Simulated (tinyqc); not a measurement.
Width and zero-phonon weight against temperature: configuration-coordinate model of a defect: Huang-Rhys factor and luminescence line shape. Computed by tinyqc, a small Python program. Command: `OMP_NUM_THREADS=1 python tinyqc.py 3005710 3005711 out.jsonl ccline walk`. One thread of a shared host (Intel(R) Xeon(R) Processor @ 2.30GHz), about 0.01 s of CPU time with the checks.

Ground state E_g(Q) = (1/2) omega_g^2 Q^2; excited state E_e(Q) = E_0 + (1/2) omega_e^2 (Q - dQ)^2 with omega_e = omega_g and E_0 = E_ZPL. Q is mass-weighted; the dipole does not depend on Q (Condon approximation).

Inputs (values chosen for the exercise, for a model defect in a wide-gap host): zero-phonon energy E_ZPL = 2.49 eV; displacement dQ = 0.394 u^(1/2) angstrom; ground-state phonon hbar omega_g = 87.9 meV.

Modes: equal frequencies in both states.

Constants: hbar^2/u = 4.18015928e-03 eV angstrom^2; k_B = 8.617333262e-05 eV/K.

Method:
- S = hbar omega dQ^2/(2 hbar^2/u) for each state; relaxation energy S hbar omega; absorption at E_0 + S_e hbar omega_e, emission at E_0 - S_g hbar omega_g; the Stokes shift is their difference.
- Overlaps <m_e|n_g> of harmonic-oscillator functions (Hermite recursion, positive leading coefficients) by a sum over an even grid (700 points from x = -9 to 9 + d for the small table, 1500 points from -16 to 16 + d for the thermal sums), with x = Q sqrt(omega_g/hbar), d = sqrt(2 S_g) and frequency ratio omega_e/omega_g.
- Initial levels m = 0..24 carry Boltzmann weights exp(-m hbar omega_e/k_B T), normalised; final levels n = 0..79; a line lies at E_ZPL + m hbar omega_e - n hbar omega_g with weight w_m <m|n>^2. Moments are taken over these weights without the E^3 factor; FWHM = 2 sqrt(2 ln 2) x standard deviation; the zero-phonon weight is the sum of w_m <m|m>^2.
- For comparison: FWHM(0) sqrt(coth(hbar omega_e/2 k_B T)) with FWHM(0) from the first row, and exp(-S_g coth(hbar omega_e/2 k_B T)).

S_g = 1.63214

Against temperature:
```
T (K)  mean energy (eV)  FWHM (eV)  coth law (eV)  zero-phonon weight  exp(-S coth)
51               2.3465    0.26444        0.26444             0.19551       0.19551
150              2.3465    0.26473        0.26473             0.19538       0.19480
310              2.3465    0.27448        0.27448             0.19126       0.17232
510              2.3465    0.30301        0.30301             0.18105       0.11730
820              2.3465    0.35576        0.35576             0.16662       0.05213
1200             2.3465    0.41752        0.41752             0.15290       0.01710
1500             2.3465    0.46209        0.46209             0.14398       0.00685
```

What follows from these numbers?

The width grows by a factor 1.75, flat while k_B T is well below hbar omega and as sqrt(T) above; for equal frequencies the coth law is exact. The mean energy stays fixed, as it must for equal frequencies. The zero-phonon weight goes from 0.196 to 0.144; the single exponential assumes equal frequencies, leaves out lines that absorb and emit the same number of phonons, and falls to 0.00685.
